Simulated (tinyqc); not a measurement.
# Abrupt p-n junction, non-linear Poisson equation by Newton steps: two studies

One dimension, p side on the left, n side on the right; net doping C = -Na for x < 0 and +Nd for x > 0. The potential psi is counted from the intrinsic level, and the quasi-Fermi potentials are flat: 0 for holes and -V for electrons, so n = ni exp((psi + V)/Vt) and p = ni exp(-psi/Vt) (Boltzmann statistics, full ionisation, no current).

Inputs (values chosen for the exercise); band and dielectric values close to those of silicon:
```
symbol    value   unit                                 meaning
T           300      K                             temperature
Eg         1.12     eV                                band gap
eps_r      11.7                          relative permittivity
Nc      2.76e19  cm^-3  conduction-band density of states at T
Nv      2.63e19  cm^-3     valence-band density of states at T
Na       3.1e17  cm^-3          acceptor density of the p side
Nd       4.2e15  cm^-3             donor density of the n side
V             0      V   bias of the p side against the n side
```

Constants: q = 1.602176634e-19 C, kB = 1.380649e-23 J/K, Vt = kB T/q, eps0 = 8.8541878128e-14 F/cm where lengths are in cm. Results are converted to the units shown.

Each table varies one quantity; the others keep the values above.

## Capacitance and field against bias

The Poisson equation d/dx(eps0 eps_r dpsi/dx) = -q (p - n + C) is solved on a mesh of more than 1000 nodes that ends in neutral material (psi_p = -Vt ln(Na/ni), psi_n = Vt ln(Nd/ni) - V). C_j = q d/dV of the integral of p over x, from the linearised equation. ni = sqrt(Nc Nv) exp(-Eg/(2 Vt)), Eg in volts. Depletion approximation: Vbi = Vt ln(Na Nd/ni^2), W = sqrt(2 eps0 eps_r (Vbi - V)(1/Na + 1/Nd)/q), xp = W Nd/(Na + Nd), xn = W Na/(Na + Nd), peak field 2 (Vbi - V)/W, capacitance eps0 eps_r/W. The last column applies it to an abrupt Na-Nd junction.

Capacitance and field against bias:
```
V (V)  peak |E| (kV/cm)  C_j (nF/cm^2)  1/C_j^2 (cm^4/uF^2)  eps0 eps_r/C_j (nm)  abrupt depletion C (nF/cm^2)
0.12              38.00          24.42                 1677                424.2                         22.86
-0.57             46.13          16.38                 3729                632.6                         15.97
-1.25             53.50          13.22                 5724                783.7                         13.02
-1.94             60.40          11.37                 7739                911.3                         11.25
-2.63             66.81          10.13                 9751                 1023                         10.05
-3.31             72.71          9.233              1.173e4                 1122                         9.172
-4                78.34          8.531              1.374e4                 1214                         8.484
```

What does the table show?

With V going from 0.12 to -4 V, C_j falls from 24.4 to 8.53 nF/cm^2 and the peak field rises from 38.0 to 78.3 kV/cm. The slope of 1/C_j^2, read as N = 2/(q eps0 eps_r |slope|), gives 4.05e15 cm^-3 between the first two rows and 4.14e15 cm^-3 between the last two, against Na Nd/(Na + Nd) = 4.14e15 cm^-3; the slopes of all rows agree within 2 %, as for uniform doping at both edges. At the end C_j goes as (Vbi - V)^(-0.51) with Vbi = 0.778 V, and it is 0.56 % above the abrupt depletion formula (at the first row 6.8 % above it).

## Convergence with the mesh

Uniform meshes of N intervals over 1231.3 nm, nodes at x_i = (i - j - 1/2) h, i = 0..N, so that the junction lies midway between nodes j and j + 1; end nodes fixed at psi_p and psi_n; box-integrated Poisson equation eps0 eps_r (psi_(i+1) - 2 psi_i + psi_(i-1))/h + q h (p - n + C) = 0. The peak field is the largest (psi_(i+1) - psi_i)/h; LD = sqrt(eps0 eps_r Vt/(q N)) of the heavier side. Errors are against E_j. Exact first integral for an abrupt junction with thick neutral sides: psi_p = -Vt ln(Na/ni), psi_n = Vt ln(Nd/ni) - V, psi_j = (Nd psi_n + Na psi_p - Vt (Nd - Na))/(Na + Nd) at the junction, n_j = ni exp((psi_j + V)/Vt), p_j = ni exp(-psi_j/Vt), and E_j^2 = (2 q/(eps0 eps_r)) [Nd (psi_n - psi_j - Vt) + Vt (n_j + p_j)] (minority densities of the neutral sides neglected).

Convergence with the mesh:
```
N     h (nm)    h/LD   j  peak field (kV/cm)  error (%)
10     123.1   16.77   1               27.33      -30.8
20     61.56   8.384   1               29.43      -25.4
40     30.78   4.192   1               32.50      -17.6
80     15.39   2.096   3               36.38      -7.81
160    7.696   1.048   7               38.52      -2.39
320    3.848  0.5240  15               39.21     -0.636
640    1.924  0.2620  31               39.40     -0.162
1280  0.9620  0.1310  63               39.45    -0.0406
```

The error goes from -31 % at N = 10 to -0.041 % at N = 1280. Over the last doubling it shrinks by a factor of 4.0, close to the 4 of a second-order scheme. It first drops below 1 % at N = 320, where h is 0.52 Debye lengths.

Program tinyqc, `OMP_NUM_THREADS=1 python tinyqc.py 2000122 2000123 out.jsonl`; Intel Xeon 2.30GHz, shared host, one thread, about 0.03 s.
